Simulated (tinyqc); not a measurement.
Worked calculation: Raman shift of the zone-centre optical phonon of a diamond-structure crystal under stress. Computed by tinyqc, a small Python program that keeps every step. Command: `OMP_NUM_THREADS=1 python tinyqc.py 3002472 3002473 out.jsonl ramanstress walk`. One thread of a shared host (Intel(R) Xeon(R) Processor @ 2.30GHz), about 0.01 s of CPU time with the checks. Intermediate numbers are printed to about 6 digits and carried at full precision; extremes and crossings named in words are read from the listed rows.

Axes x, y, z are the cube axes. Strain shifts the threefold optical mode and can split it; p, q and r are the phonon deformation potentials.

Inputs (values chosen for the exercise, modelled on silicon):

| quantity | value | unit |
|---|---|---|
| unstrained frequency omega_0 | 520.1 | 1/cm |
| p/omega_0^2 | -1.88 | - |
| q/omega_0^2 | -2.36 | - |
| r/omega_0^2 | -0.706 | - |
| C11 | 167.2 | GPa |
| C12 | 64.46 | GPa |
| C44 | 78.41 | GPa |
| stress sigma (tension positive) | -0.15 | GPa |
| polarisation angle phi | 20 | degree |
| temperature coefficient d omega/dT | -0.021 | 1/(cm K) |
| local temperature T | 310 | K |
| laser wavelength | 514.5 | nm |

Stress state: hydrostatic. Axis: none.

Constants: h = 6.62607015e-34 J s; c = 299792458 m/s; k_B = 1.380649e-23 J/K.

## Compliances

S11 = (C11 + C12)/D, S12 = -C12/D, D = (C11 - C12)(C11 + 2 C12), S44 = 1/C44.

S11 = 7.61454 1/TPa

S12 = -2.11877 1/TPa

S44 = 12.7535 1/TPa

## Stress and strain tensors

Hydrostatic stress: sigma_ij = sigma delta_ij. eps_xx = S11 sigma_xx + S12 (sigma_yy + sigma_zz), and cyclic; eps_xy = S44 sigma_xy/2 (tensor strain).

stress (GPa):
```
       x      y      z
x  -0.15   0.00   0.00
y   0.00  -0.15   0.00
z   0.00   0.00  -0.15
```

strain (per mille):
```
           x          y          z
x  -0.506551   0.000000   0.000000
y   0.000000  -0.506551   0.000000
z   0.000000   0.000000  -0.506551
```

volume strain = -1.51965 per mille

## Secular matrix and shifts

Secular matrix: M_xx = p eps_xx + q (eps_yy + eps_zz), M_xy = 2 r eps_xy; its eigenvalues are omega^2 - omega_0^2, and the shifts are these over 2 omega_0.

M/(2 omega_0) (1/cm):
```
          x         y         z
x  0.869409  0.000000  0.000000
y  0.000000  0.869409  0.000000
z  0.000000  0.000000  0.869409
```

shifts, in rising order (1/cm): 0.869409  0.869409  0.869409

The three modes stay degenerate. Compression hardens every mode.

## Mean shift and Grueneisen parameter

gamma = -(p + 2q)/(6 omega_0^2); the mean of the three shifts is -gamma omega_0 x (volume strain).

mode Grueneisen parameter gamma = 1.1

mean shift = 0.869409 1/cm

## The line seen from a (001) surface

Backscattering from a (001) surface: incident polarisation (cos phi, sin phi, 0). With Raman tensors (R_z)_xy = (R_z)_yx = 1 and cyclic, only the z component u_z of a mode counts: I = u_z^2 sin^2(2 phi) for parallel and u_z^2 cos^2(2 phi) for crossed polarisers. An unresolved line sits at the intensity-weighted shift, which is M_zz/(2 omega_0).

total intensity, parallel = 0.413176

total intensity, crossed = 0.586824

shift of the observed line = 0.869409 1/cm

shift per stress = -5.79606 1/(cm GPa)

stress per shift = -172.531 MPa cm

The z-polarised mode is an eigenmode here, so one line is seen. Caution: this stress has components normal to the (001) face, so it cannot reach a free (001) surface; it can act on buried material.

## The same stress in different states

Uniaxial: sigma n n^T; biaxial: sigma (1 - n n^T); hydrostatic: sigma 1. The line seen from (001) is taken as unresolved, at the intensity-weighted shift M_zz/(2 omega_0).

Shifts (1/cm):

| state | lowest | middle | highest | line seen from (001) |
|---|---|---|---|---|
| uniaxial [100] | 0.168308 | 0.350551 | 0.350551 | 0.350551 |
| uniaxial [110] | 0.083819 | 0.350551 | 0.435040 | 0.350551 |
| uniaxial [001] | 0.168308 | 0.350551 | 0.350551 | 0.168308 |
| uniaxial [111] | 0.172729 | 0.172729 | 0.523951 | 0.289803 |
| biaxial, normal [001] | 0.518859 | 0.518859 | 0.701101 | 0.701101 |
| biaxial, normal [111] | 0.345458 | 0.696680 | 0.696680 | 0.579606 |
| hydrostatic | 0.869409 | 0.869409 | 0.869409 | 0.869409 |

Seen from (001), uniaxial stress along [100] and along [110] give the same shift (0.351), and equal biaxial stress in the plane gives twice as much (0.701), since only sigma_xx + sigma_yy and sigma_zz enter M_zz. Stress along [001] gives 0.168. One measured shift therefore fixes the stress only once its state is assumed: read as uniaxial in the plane, a shift implies twice the stress that it does read as biaxial.

## Heating mistaken for stress

A temperature above 300 K shifts the line by (d omega/dT)(T - 300 K); divided by the shift per stress it poses as a stress; the total shift adds it to the shift of the observed line. The anti-Stokes to Stokes ratio is [(omega_L + omega_0)/(omega_L - omega_0)]^3 exp(-h c omega_0/(k_B T)) in photon counts, omega_L = 1/wavelength, resonance effects left out.

thermal shift = -0.21 1/cm

apparent stress from heating = 0.0362315 GPa

total shift = 0.659409 1/cm

anti-Stokes/Stokes ratio = 0.105052

Heating poses as tension, 24 % of the true stress in size; the intensity ratio gives T apart from the shift.

Checks made by the program: mean of the eigenvalues against the trace rule (relative difference below 1e-10); weighted mean of the modes against M_zz (relative difference below 1e-10).
